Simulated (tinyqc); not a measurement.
Inside a calculation. Method: tight binding, dimerised chain. One step of it, computed by the program tinyqc.

Question. Open chain of 3 cells. The same hoppings without the wrap-around bond.

H of the open chain (eV):
```
           1          2          3          4          5          6
1   0.000000  -2.120000   0.000000   0.000000   0.000000   0.000000
2  -2.120000   0.000000  -1.030000   0.000000   0.000000   0.000000
3   0.000000  -1.030000   0.000000  -2.120000   0.000000   0.000000
4   0.000000   0.000000  -2.120000   0.000000  -1.030000   0.000000
5   0.000000   0.000000   0.000000  -1.030000   0.000000  -2.120000
6   0.000000   0.000000   0.000000   0.000000  -2.120000   0.000000
```

Give: levels; weights of the highest filled level on the sites.

Answer.

levels (eV): -2.9030  -2.2450  -1.4620  1.4620  2.2450  2.9030

weights of the highest filled level on the sites: 0.1893  0.0900  0.2206  0.2206  0.0900  0.1893

The bulk gap runs from -1.0900 to 1.0900 eV; no level of this chain lies inside it.
